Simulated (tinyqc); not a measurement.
Width of the well: strained quantum well: band edges, subbands and transparency.

Growth on (001), barriers unstrained: tr(e) = e (2 - nu2), Z = b e (1 + nu2); Ec = Ev + Eg + ac tr(e), E_HH = Ev + av tr(e) + Z, E_LH = Ev + av tr(e) - Z (coupling to the split-off band left out).

Masses along z: me, 1/(g1 - 2 g2) for HH, 1/(g1 + 2 g2) for LH, likewise in the barrier; in the plane me, 1/(g1 + g2) for HH and 1/(g1 - g2) for LH (no mixing, which understates the hole masses away from k = 0). Level n solves k L + 2 atan[(k/m)/(kappa/mb)] = n pi, k = sqrt(m E/c), kappa = sqrt(mb (V - E)/c), c = hbar^2/2m0.

Transparency (Bernard-Duraffourg): Fc - Fv equals the lowest transition energy with n = p, n = sum m/(2 pi c) kB T ln(1 + exp((Fc - E)/kB T)) and p likewise over the listed subbands; c = hbar^2/2m0, 1/angstrom^2 = 1e16/cm^2.

Constants: hbar^2/2m0 = 3.80998211 eV angstrom^2; kB = 8.617333262e-05 eV/K; hc = 1239.841984 eV nm.

Parameters, chosen for this exercise (near those of an InGaAs/InP well; shifted at random, so the results belong to these values and not to a real crystal):
```
symbol  value                      unit      meaning
e       0.0081                               strain in the plane
nu2     0.98                                 2 C12/C11
Eg      0.848                      eV        unstrained gap of the well
Ev      -0.619                     eV        its valence edge
ac      -6.29                      eV
av      1.09                       eV        Ev moves by av tr(e)
b       -1.92                      eV        shear potential
Egb     1.354                      eV        gap of the barrier
Evb     -0.94                      eV        its valence edge
me      0.0476                     m0        electron mass
g1      12.45                                gamma1
g2      4.76                                 gamma2
meb     0.08                       m0
g1b     5.08
g2b     1.6
T       250                        K         temperature
Ls      (30, 40, 55, 70, 90, 120)  angstrom  widths
```

All levels anew.

Results:
```
L (angstrom)  wavelength (nm)  top hole  hh1 - lh1 (meV)  n_tr (1e12/cm^2)  share in top  n_tr/L (1e18/cm^3)
30                       1237       hh1               33             0.405          0.63                1.35
40                       1295       hh1               16             0.469          0.45                1.17
55                       1359       lh1               -3             0.544          0.71                0.99
70                       1418       lh1              -16             0.520          0.79                0.74
90                       1473       lh1              -28             0.508          0.85                0.56
120                      1524       lh1              -38             0.512          0.87                0.43
```

The wavelength tunes by 287 nm. The sheet density at transparency changes from 0.41 to 0.51, the top hole subband holding 0.63 and 0.87 of the holes at the ends, while the volume density falls by a factor 3.2. Critical thickness and carrier escape are left out.

(tinyqc, `OMP_NUM_THREADS=1 python tinyqc.py 1251952 1251953 out.jsonl`, Intel(R) Xeon(R) Processor @ 2.30GHz, 1 thread, shared host, about 0.01 s.)
